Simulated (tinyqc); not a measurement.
Conductivity against oxygen pressure: defect equilibria of an oxide against oxygen pressure (mass action). Computed by tinyqc, a small Python program. Command: `OMP_NUM_THREADS=1 python tinyqc.py 3014693 3014694 out.jsonl brouwer walk`. One thread of a shared host (Intel(R) Xeon(R) Processor @ 2.30GHz), about 0.01 s of CPU time with the checks.

Defects: oxygen vacancies V (charge +2), electrons n, holes p, the ionic partner X = V_M'' (charge -2), and the dopant. Activities are taken equal to concentrations.

Inputs (values chosen for the exercise, for a model oxide): reduction enthalpy H_r = 5.07 eV; prefactor K_r0 = 2.2e+69 cm^-9 atm^(1/2); gap E_g = 3.7 eV; prefactor N_c N_v = 9.3e+40 cm^-6; disorder enthalpy H_s = 3.11 eV; prefactor K_s0 = 4.3e+45 cm^-6; dopant density N_d = 1.7e+19 cm^-3; temperature T = 700 K; electron mobility mu_n = 0.012 cm^2/(V s); hole mobility mu_p = 0.01 cm^2/(V s); vacancy diffusion prefactor D_0 = 0.0014 cm^2/s; vacancy migration energy E_m = 1.1 eV.

Ionic disorder: Schottky, oxide MO. Dopant (singly charged, fully ionised): donor.

Constants: k_B = 8.617333262e-05 eV/K; e = 1.602176634e-19 C.

Method:
- K_r = K_r0 exp(-H_r/k_B T) = [V] n^2 P^(1/2); K_i = N_c N_v exp(-E_g/k_B T) = n p; K_s = K_s0 exp(-H_s/k_B T) = [X] [V].
- Neutrality: 2 [V] + p + N_d = n + 2 [X]. With n as the unknown, [V] = K_r/(n^2 P^(1/2)), p = K_i/n, [X] = K_s/[V]; the log ratio is ln(positive/negative).
- The root is found by 60 bisections in ln n between n = 1e-10 and 1e25 cm^-3.
- sigma_n = e n mu_n, sigma_p = e p mu_p, sigma_ion = 2 e [V] mu_V with mu_V = 2 e D/(k_B T) and D = D_0 exp(-E_m/k_B T); only the oxygen vacancies carry ionic current, and the ionic transport number is sigma_ion over the total.

K_r = 6.91878e+32 cm^-9 atm^(1/2)

K_i = 2.13627e+14 cm^-6

K_s = 1.74765e+23 cm^-6

Log10 of the conductivities in S/cm:
```
log10 P (atm)   n-type   p-type    ionic    total  ionic transport number
-28            -1.4857  -25.696  -19.368  -1.4857              1.3112e-18
-24            -1.4893  -25.692  -21.361  -1.4893              1.3447e-20
-20            -1.6768  -25.505  -22.986  -1.6768              4.9101e-22
-16            -2.4760  -24.706  -23.387  -2.4760              1.2265e-21
-12            -3.4550  -23.727  -23.430  -3.4550              1.0604e-20
-8             -4.4528  -22.729  -23.434  -4.4528              1.0450e-19
-4             -5.4526  -21.729  -23.434  -5.4526              1.0435e-18
0              -6.4526  -20.729  -23.434  -6.4526              1.0433e-17
```

What follows from these numbers?

The ionic transport number stays at or below about 1.0e-17: no electrolytic window. The total has no minimum inside this range.

Extremes, crossings and ranges named in words are read from the listed rows.
